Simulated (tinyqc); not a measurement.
Hole mobility in a silicon inversion layer, empirical terms and Matthiessen rule: course of the iteration: inversion density for the measured current.

Inversion layer of sheet density Ns on a uniformly doped body. The mobility terms are empirical power laws with prefactors chosen for the exercise; adding their inverses (Matthiessen) is itself an approximation.

I = (W/L) q Ns mu Vd. E = q (Ndep + eta Ns)/(eps0 eps_r) in MV/cm. With t = T/(300 K): muC = Ac (Ns/1e12 cm^-2) t/(Nb/1e17 cm^-3 + Nit/1e11 cm^-2), muP = Ap E^(-1/3) t^(-1.75), muS = As E^(-gs); 1/mu is the sum of the inverses. Ns(new) = I/((W/L) q mu Vd).

Stop when Ns changes by less than 1e5 cm^-2, or after 15 iterations.

Parameters, values chosen for the exercise; material values close to those of silicon:
- T = 350 K (temperature)
- eps_r = 11.8 (relative permittivity of the semiconductor)
- Nb = 1.1e18 cm^-3 (body doping)
- eta = 0.3333 (weight of the inversion charge in the effective field)
- Ap = 119 cm^2/(V s) (phonon-limited mobility at 1 MV/cm and 300 K)
- As = 449 cm^2/(V s) (roughness-limited mobility at 1 MV/cm)
- gs = 1 (exponent of the roughness term)
- Ac = 820 cm^2/(V s) (Coulomb prefactor)
- Nit = 3.5e10 cm^-2 (charge at the interface)
- WL = 1 (ratio W/L)
- Vd = 0.02 V (drain voltage)
- I = 0.0475 uA (measured linear current)

Constants: q = 1.602176634e-19 C, eps0 = 8.8541878128e-14 F/cm where lengths are in cm. Results are converted to the units shown.

Ns at the start = 7.6e11 cm^-2
Ndep = 4.20609e12 cm^-2

Course of the iteration:

| iteration | Ns (cm^-2) | \|change\| (cm^-2) |
|---|---|---|
| 1 | 3.97713e11 | 3.62e11 |
| 2 | 6.06586e11 | 2.09e11 |
| 3 | 4.55429e11 | 1.51e11 |
| 4 | 5.50855e11 | 9.54e10 |
| 5 | 4.84466e11 | 6.64e10 |
| 6 | 5.27864e11 | 4.34e10 |
| 7 | 4.98250e11 | 2.96e10 |
| 8 | 5.17895e11 | 1.96e10 |
| 9 | 5.04610e11 | 1.33e10 |
| 10 | 5.13480e11 | 8.87e9 |
| 11 | 5.07507e11 | 5.97e9 |
| 12 | 5.11506e11 | 4.00e9 |
| 13 | 5.08818e11 | 2.69e9 |
| 14 | 5.10620e11 | 1.80e9 |
| 15 | 5.09410e11 | 1.21e9 |

Did this iteration meet its convergence test, and what does its course show?

No. Not converged within 15 iterations. The value swings about the solution and each change is still 0.67 times the one before. Near the solution, 5.099e11 cm^-2, d ln Ns(new)/d ln Ns = -d ln mu/d ln Ns = -0.671, which sets the rate. A rerun with the update Ns (Ns(new)/Ns)^(1/(1 - s)), s = -0.671, converges in 4 iterations.

Numbers from tinyqc (`OMP_NUM_THREADS=1 python tinyqc.py 2510056 2510057 out.jsonl`; about 0.01 s on one thread of a shared Intel Xeon 2.30GHz).
